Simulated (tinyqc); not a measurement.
# IGBT as a p-i-n diode in series with a MOS channel, on-state and switching loss: effect of the width of the drift layer

High injection (n = p) in a drift layer from x = -W/2 (anode) to +W/2 (cathode side), recombination only in the layer with lifetime tau, ideal emitters. The channel feeds the cathode side and carries the whole current. Auger recombination, carrier-carrier scattering, emitter losses and the carrier dip under the p body are left out.

b = mn/mp, B = (b - 1)/(b + 1), La = sqrt(2 Vt mn mp tau/(mn + mp)), y = W/(2 La). n(x) = (tau J/(2 q La))[cosh(x/La)/sinh y - B sinh(x/La)/cosh y]. Vm = Vt [(8 b/(b + 1)^2)(sinh y/s) arctan(s sinh y) + B ln((1 + B tanh^2 y)/(1 - B tanh^2 y))], s = sqrt(1 - B^2 tanh^2 y); Vj = Vt ln(n(-W/2) n(W/2)/ni^2), ni = sqrt(Nc Nv) exp(-Eg/(2 Vt)), Eg in volts; Vc = J Rch; Von = Vm + Vj + Vc. Stored charge tau J, turn-off energy Eoff = ks tau J Vdc, loss at half duty 0.5 J Von + f Eoff. A unipolar device on the same layer has Vu = J (W/(q mn Nd) + Rch).

Parameters, values chosen for the exercise; material values close to those of silicon: temperature T = 300 K; band gap Eg = 1.1 eV; conduction-band density of states at T Nc = 2.81e19 cm^-3; valence-band density of states at T Nv = 2.67e19 cm^-3; electron mobility mn = 1400 cm^2/(V s); hole mobility mp = 480 cm^2/(V s); doping of the drift layer Nd = 3.5e13 cm^-3; high-injection lifetime tau = 4.5 us; current density J = 50 A/cm^2; channel and accumulation resistance Rch = 3.9 mohm cm^2; link voltage Vdc = 1200 V; turn-off energy per stored charge and link voltage ks = 0.13; switching frequency f = 2 kHz.

Constants: q = 1.602176634e-19 C, kB = 1.380649e-23 J/K, Vt = kB T/q. Results are converted to the units shown.

The same in every row: Eoff (mJ/cm^2) = 35.10.

Effect of the width of the drift layer:
```
W (um)       y  Von (V)  Vu (V)  total loss (W/cm^2)
80      0.4386    1.047   51.15                96.36
100     0.5483    1.042   63.88                96.25
140     0.7676    1.042   89.36                96.24
180     0.9869    1.051   114.8                96.48
230      1.261    1.074   146.7                97.05
310      1.700    1.138   197.6                98.64
400      2.193    1.260   255.0                101.7
```

As W goes from 80 to 400 um, Von goes from 1.05 through a minimum of 1.04 (at W = 140 um among the rows listed) to 1.26 V, Eoff stays at 35.1 mJ/cm^2 and the total loss goes from 96.4 through a minimum of 96.2 (at W = 140 um among the rows listed) to 102 W/cm^2. Von is below Vu in 7 of the 7 rows. At W = 80 um the density at the anode passes 2e17 cm^-3, where Auger recombination and emitter losses matter.

Program tinyqc, `OMP_NUM_THREADS=1 python tinyqc.py 2590060 2590061 out.jsonl`; Intel Xeon 2.30GHz, shared host, one thread, about 0.01 s.
